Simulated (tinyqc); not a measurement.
Inside a calculation. Model: precursor delivery by bubblers, mass-transport growth and the solid composition of a III-V alloy. Computed by tinyqc, a small Python program that keeps every step. Command: `OMP_NUM_THREADS=1 python tinyqc.py 3029711 3029712 out.jsonl movpe_thermo walk`. One thread of a shared host (Intel(R) Xeon(R) Processor @ 2.30GHz), about 0.02 s of CPU time with the checks. Intermediate numbers are printed to about 6 digits and carried at full precision; extremes and crossings named in words are read from the listed rows.

1 sccm = 44.615 micromol/min; 1 torr = 133.322 Pa. The sources decompose fully at the surface.

Inputs (values chosen for the exercise, modelled on trimethylgallium (source 1) and trimethylindium (source 2) for the vapour pressures):
```
quantity                                                value      unit
bath temperature T1                                       268         K
bath temperature T2                                       296         K
bubbler pressure p_b                                      760      torr
carrier flow F1                                            14      sccm
carrier flow F2                                           330      sccm
total flow F_t                                            3.4       slm
group-V flow F_V                                          120      sccm
reactor pressure p                                        100      torr
growth temperature T                                      960         K
diffusivity at 273 K and 760 torr                        0.48    cm^2/s
flow cross-section A                                       23      cm^2
distance from the leading edge z                           13        cm
lattice constant a                                       5.66  angstrom
interaction L0 of the solid                              3.57    kJ/mol
vapour fraction x_v of D among the group-V sources       0.61         -
exchange energy dG_x of AC + (1/2) D2 -> AD + (1/2) C2   -3.9    kJ/mol
```

Alloy: mixing on the group-V sites.

constants a, b of source 1 (log10 torr, K): 8.058  1703

constants a, b of source 2 (log10 torr, K): 10.5  3014

Constants: k_B = 1.380649e-23 J/K; R = 8.314462618 J/(mol K).

## Bubblers

log10 p_v = a - b/T_bath; molar flow = F x 44.615 x p_v/(p_b - p_v) for a saturated bubbler.

vapour pressure 1 = 50.5269 torr

molar flow 1 = 44.4831 micromol/min

vapour pressure 2 = 2.07763 torr

molar flow 2 = 40.3587 micromol/min

One kelvin of bath error changes flow 1 by 5.8 % and flow 2 by 7.9 %.

## Partial pressures in the reactor

p_i = p n_i/(44615 F_t), F_t in slm; p_V = p F_V/(1000 F_t), counted per molecule supplied; V/III = 44.615 F_V/(n1 + n2); vapour fraction of source 2 = n2/(n1 + n2).

p_1 = 0.0293248 torr

p_2 = 0.0266059 torr

p_V = 3.52941 torr

V/III ratio = 63.1033

vapour fraction of source 2 = 0.475694

## Mass transport

Mean velocity u = (F_t/A)(760/p)(T/273); D = D0 (T/273)^1.75 (760/p); boundary layer delta = sqrt(pi D z/u); flux = D dp/(delta k_B T); growth rate = flux x a^3/4.

velocity u = 65.8449 cm/s

D = 32.9416 cm^2/s

boundary layer delta = 4.52020 cm

growth rate per torr of group III = 119.626 micrometre/(h torr)

Caution: the boundary layer is a quarter or more of the root of the cross-section, so it fills much of the channel and depletion along the flow matters.

## Solid composition

At high V/III the group-V pressures at the surface equal those supplied, as dimers: p_D2/p_C2 = x_v/(1 - x_v). Equilibrium of the solid AC(1-x)D(x), A standing for the mix of both group-III metals: ln[x/(1 - x)] + L0 (1 - 2x)/(R T) = -dG_x/(R T) + (1/2) ln[x_v/(1 - x_v)]. Growth rate = rate per torr x (p_1 + p_2). Sensitivity dx/dx_v = [1/(2 x_v (1 - x_v))]/[1/(x (1 - x)) - 2 L0/(R T)].

solid fraction x = 0.711192

distribution coefficient x/x_v = 1.16589

dx/dx_v = 0.528859

growth rate = 6.69077 micrometre/h

The solid is richer in D than the vapour. The growth rate is set by group III alone.

## Solid against vapour

At high V/III the group-V pressures at the surface equal those supplied, as dimers: p_D2/p_C2 = x_v/(1 - x_v). Equilibrium of the solid AC(1-x)D(x), A standing for the mix of both group-III metals: ln[x/(1 - x)] + L0 (1 - 2x)/(R T) = -dG_x/(R T) + (1/2) ln[x_v/(1 - x_v)].

Composition:
```
x_v          x  x for L0 = 0    x/x_v
0.02  0.144931      0.188880  7.24657
0.05  0.226482      0.272175  4.52965
0.10  0.315362      0.352058  3.15362
0.25  0.480467      0.484830  1.92187
0.50  0.651069      0.619778  1.30214
0.75  0.784564      0.738447  1.04608
0.90  0.872152      0.830224  0.96906
0.95  0.911224      0.876622  0.95918
0.98  0.944382      0.919422  0.96366
```

dG_x = -3.9 kJ/mol favours AD: at x_v = 1/2 the ideal solid has x = 0.620. The positive L0 pushes x away from 1/2, to 0.651, and steepens the curve near x = 1/2; at L0 = 2 R T = 16.0 kJ/mol the slope would diverge.

Checks made by the program: the sensitivity to the bath against a difference (relative difference below 1e-10).
